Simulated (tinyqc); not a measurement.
# Space-charge-limited current through a thin insulating or semi-insulating film with traps, step by step

A worked calculation. Computed by tinyqc, a small Python program that keeps every step. Command: `OMP_NUM_THREADS=1 python tinyqc.py 3002731 3002732 out.jsonl sclc walk`. One thread of a shared host (Intel(R) Xeon(R) Processor @ 2.30GHz), about 0.01 s of CPU time with the checks. Intermediate numbers are printed to about 6 digits and carried at full precision; extremes and crossings named in words are read from the listed rows.

One ohmic injecting contact at x = 0 (field zero), drift only, non-degenerate free carriers.

Inputs (values chosen for the exercise, modelled on semi-insulating GaN):
```
quantity                                            value        unit
permittivity eps                                      9.7           -
band mobility mu                                      270  cm^2/(V s)
effective density of states N_c                   2.5e+18      1/cm^3
trap density N_t                                  3.3e+16      1/cm^3
equilibrium Fermi level below the band edge, E_0     0.69          eV
thickness d                                           330          nm
free density at the anode, in units of N_c        0.00065           -
temperature T                                         350           K
trap level E_t below the band edge                   0.28          eV
```

Traps: single level.

Constants: k_B = 8.617333262e-05 eV/K; e = 1.602176634e-19 C; eps_0 = 8.8541878128e-12 F/m.

## Equilibrium and landmark voltages

Free density n_0 = N_c exp(-E_0/k_B T) in equilibrium; trapped density n_t(n) = N_t/(1 + n_1/n), n_1 = N_c exp(-E_t/k_B T). theta = n/(n + n_t) at the anode density; trap-filled-limit voltage V_TFL = e (N_t - n_t(n_0)) d^2/(2 eps eps_0).

n_0 = 2.89986e+08 1/cm^3

n_t(n_0) = 4.11882e+10 1/cm^3

theta = 0.0532839

V_TFL = 3.35198 V

## One point of the curve

J = e mu n F and (eps eps_0/e) dF/dx = n - n_0 + n_t(n) - n_t(n_0) = rho(n). With F = J/(e mu n): d = (eps eps_0 J/(e^2 mu)) I_1 and V = (eps eps_0 J^2/(e^3 mu^2)) I_2, I_k = int_(n_L)^infinity dn/(n^(k+1) rho(n)), n_L the density at the anode; with u = n_L/n, 200 Gauss-Legendre points in t, u = 1 - (1 - t)^2. Anode field J/(e mu n_L); Mott-Gurney current (9/8) eps eps_0 mu V^2/d^3; ohmic current e n_0 mu V/d.

I_1 = 1.69554e-32 cm^6

I_2 = 5.73063e-48 cm^9

current density J = 15706.1 A/cm^2

voltage V = 4.04951 V

anode field over mean field V/d = 1.82076

trap-free Mott-Gurney current = 119042 A/cm^2

ohmic current = 0.00153936 A/cm^2

J is 0.132 times the trap-free law and 1.02e7 times the ohmic current; theta is 0.0533. The field ratio is 1 for ohmic flow, 3/2 for the square law and 2 for a uniform fixed charge; here 1.82. Caution: mu V/d exceeds 1e7 cm/s, so velocity saturation would limit the current.

## The whole curve

The last column is d ln J/d ln V up to the next row.

Current against voltage:
```
n_L (1/cm^3)        V (V)   J (A/cm^2)    slope
3.00e+08      2.79815e-06  1.31643e-09  1.65313
2.00e+09      7.08141e-05  2.74881e-07  1.96633
1.30e+10      4.97027e-04  1.26815e-05  1.99536
8.20e+10      3.16764e-03  5.10680e-04  2.00227
5.30e+11      2.04120e-02  2.12952e-02  2.01954
3.40e+12      1.27104e-01  8.55763e-01  2.12314
2.20e+13      6.89989e-01  3.10591e+01  2.69443
1.40e+14      2.17899e+00  6.88369e+02  4.86453
9.30e+14      3.61579e+00  8.08665e+03  4.84768
6.00e+15      5.77990e+00  7.85820e+04  2.81638
3.90e+16      1.54047e+01  1.24265e+06  2.16980
2.50e+17      7.28542e+01  3.61853e+07        -
```

The slope starts at 1.65, peaks at 4.9 between 2.18 and 3.62 V and ends at 2.17. Rows below 0.30 V (10 k_B T/e) are formal, since diffusion from the contact rules there. Self-heating is left out, although J V exceeds 1e5 W/cm^2 at the last row. The last rows ignore velocity saturation (mu V/d above 1e7 cm/s). The steep part is the filling of the level near V_TFL = 3.35 V, from which N_t can be read; below it a slope near 2, where the rows show one, belongs to the square law scaled by theta.

Checks made by the program: trap-free limit against the Mott-Gurney law (relative difference 5e-08).
